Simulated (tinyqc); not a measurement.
# Long-channel MOSFET, surface-potential model: effects of single changes

n-channel transistor on a uniformly doped p-type body, gradual-channel approximation, constant mobility, Boltzmann statistics, full ionisation. Potentials are counted from the neutral body; V is the electron quasi-Fermi potential, Vsb at the source and Vsb + Vds at the drain. Charges are magnitudes per area.

Inputs (values chosen for the exercise); material values close to those of silicon:
```
symbol,value,unit,meaning
T,300,K,temperature
Eg,1.1,eV,band gap
eps_r,11.9,,relative permittivity of the semiconductor
Nc,2.82e19,cm^-3,conduction-band density of states at T
Nv,2.69e19,cm^-3,valence-band density of states at T
Na,5e17,cm^-3,acceptor density of the body
eox,7.14,,relative permittivity of the gate insulator
tox,7.7,nm,insulator thickness
Vfb,-0.78,V,flat-band voltage
mu,180,cm^2/(V s),channel mobility
W,20,um,gate width
L,5,um,gate length
Vsb,0.3,V,source-body reverse bias
Vgs,0.7,V,gate-source voltage
Vds,2,V,drain-source voltage
```

Constants: q = 1.602176634e-19 C, kB = 1.380649e-23 J/K, Vt = kB T/q, eps0 = 8.8541878128e-14 F/cm where lengths are in cm. Results are converted to the units shown.

Each table varies one quantity; the others keep the values above.

## Output curve

ni = sqrt(Nc Nv) exp(-Eg/(2 Vt)), Eg in volts; phiF = Vt ln(Na/ni); Cox = eps0 eox/tox; gamma = sqrt(2 q eps0 eps_r Na)/Cox. The surface potential psi at channel potential V solves Vgs + Vsb - Vfb - psi = gamma sqrt(G), G = psi - Vt + Vt exp((psi - 2 phiF - V)/Vt). Charge sheet: Qi = Cox gamma [sqrt(G) - sqrt(psi - Vt)]; I = mu (W/L) [integral of Qi dpsi from psi_0 to psi_L (drift) + Vt (Qi0 - QiL) (diffusion)], with psi_0 at V = Vsb and psi_L at V = Vsb + Vds. Pao-Sah: Qi(V) = (Cox gamma/2) integral from 3 Vt to psi of exp((u - 2 phiF - V)/Vt)/sqrt(G(u, V)) du, and I = mu (W/L) integral of Qi dV from Vsb to Vsb + Vds. Square law: VT = Vfb + 2 phiF + gamma sqrt(2 phiF + Vsb), m = 1 + gamma/(2 sqrt(2 phiF + Vsb)), I = mu Cox (W/L) [(Vgs - VT) v - m v^2/2] with v the smaller of Vds and (Vgs - VT)/m, and zero below VT.

In this table Vgs = 0.96 V.

Result of one run:
```
Vds (V)  psi_L (V)  QiL (nC/cm^2)  I, charge sheet (uA)  I, Pao-Sah (uA)  I, square law (uA)
0.39         1.444        0.02085                 11.74            11.99               21.75
```

What becomes of these results when the drain-source voltage Vds is changed from 0.39 to 0.04 V, all else the same?

Result of the changed run:
```
Vds (V)  psi_L (V)  QiL (nC/cm^2)  I, charge sheet (uA)  I, Pao-Sah (uA)  I, square law (uA)
0.04         1.321          123.2                 3.974            4.065               6.530
```

The whole series:
```
Vds (V)  psi_L (V)  QiL (nC/cm^2)  I, charge sheet (uA)  I, Pao-Sah (uA)  I, square law (uA)
0.04         1.321          123.2                 3.974            4.065               6.530
0.08         1.352          91.39                 7.020            7.180               11.90
0.13         1.389          55.12                 9.612            9.828               16.97
0.17         1.413          30.73                 10.82            11.06               19.72
0.22         1.434          10.06                 11.51            11.76               21.53
0.26         1.441          2.848                 11.68            11.93               21.75
0.3          1.443         0.6609                 11.72            11.98               21.75
0.35         1.444        0.09769                 11.73            11.99               21.75
0.39         1.444        0.02085                 11.74            11.99               21.75
```

The Pao-Sah current rises from 4.06 to 12.0 uA, while the charge at the drain end falls from 123 to 0.0209 nC/cm^2. The current first comes within 1 % of its last value at Vds = 0.26 V among the rows listed; the square law saturates at (Vgs - VT)/m = 0.245 V. Over the last two rows psi_L moves by less than 1 mV: the drain has lost hold of the surface potential, so the current no longer grows. In the last row the charge sheet is 2.1 % below Pao-Sah and the square law 81 % above it. In every row the surface electron density at the source passes 0.3 Nc, where degeneracy and quantisation, left out here, matter.

## Effect of the insulator thickness

VT = Vfb + 2 phiF + gamma sqrt(2 phiF + Vsb), m = 1 + gamma/(2 sqrt(2 phiF + Vsb)). The swing is 20 mV/log10[I(VT - 0.14 V)/I(VT - 0.16 V)] of the charge-sheet current at the given Vds.

Effect of the insulator thickness:
```
tox (nm)  gamma (V^0.5)  VT (V)      m  swing (mV/decade)  I at Vgs, Vds (uA)
2.6              0.1690  0.2973  1.077              65.32               64.45
3.5              0.2275  0.3611  1.104              67.04               32.35
4.7              0.3055  0.4463  1.140              69.34               12.27
6.3              0.4094  0.5599  1.187              72.40               2.415
8.5              0.5524  0.7160  1.253              76.59             0.06390
11               0.7149  0.8935  1.327              81.35            4.696e-4
15               0.9749   1.177  1.446              88.99            5.822e-7
```

Read the table: what changes, and by how much?

As tox goes from 2.6 to 15 nm, VT rises from 0.297 to 1.18 V, the swing rises from 65.3 to 89.0 mV a decade and the current falls from 64.5 to 5.82e-7 uA. The swing is 1.8 % above m Vt ln 10 in the first row and 3.4 % above it in the last. The gate voltage is below VT in 3 of the 7 rows. For tox = 2.6 to 4.7 nm the surface electron density at the source passes 0.3 Nc, where degeneracy and quantisation, left out here, matter.

Computed by the program tinyqc: `OMP_NUM_THREADS=1 python tinyqc.py 2360002 2360003 out.jsonl`, one thread of a shared Intel Xeon 2.30GHz, about 0.03 s for the whole run.
